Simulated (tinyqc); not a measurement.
Composition and strain of an epitaxial Si(1-x)Ge(x) layer from Raman and X-ray peaks: one step, computed by the program tinyqc.

A (001) layer, biaxially strained in the plane. The Raman peaks follow empirical lines omega = w0 + c1 x + c3 x^3 + b eps (c3 for Si-Ge alone), with eps the in-plane strain.

Question. Lattice constants and strain. Relaxed lattice constant a(x) = a_Si + (a_Ge - a_Si) x - B x (1 - x). In-plane constant a_par = a_sub + R (a(x) - a_sub); eps = a_par/a(x) - 1; eps_perp = -(2 C12/C11) eps with 2 C12/C11 linear in x; a_perp = a(x) (1 + eps_perp). The buffer has a_sub = a(y).

Inputs (values chosen for the exercise, modelled on silicon-germanium):
```
quantity,value,unit
Ge fraction x,0.87,-
degree of relaxation R,0.19,-
Ge fraction y of the buffer,0.95,-
lattice constant of Si,5.431,angstrom
lattice constant of Ge,5.658,angstrom
bowing B,0.027,angstrom
2 C12/C11 of Si,0.779,-
2 C12/C11 of Ge,0.751,-
```

Substrate: relaxed alloy buffer.

Give: relaxed constant a(x); substrate constant a_sub; a_par; in-plane strain eps; strain along the normal; a_perp.

Answer.

relaxed constant a(x) = 5.625 angstrom

substrate constant a_sub = 5.645 angstrom

a_par = 5.642 angstrom

in-plane strain eps = 2.870 per mille

strain along the normal = -2.166 per mille

a_perp = 5.613 angstrom

The layer is under tension in the plane and is shortened along the normal.
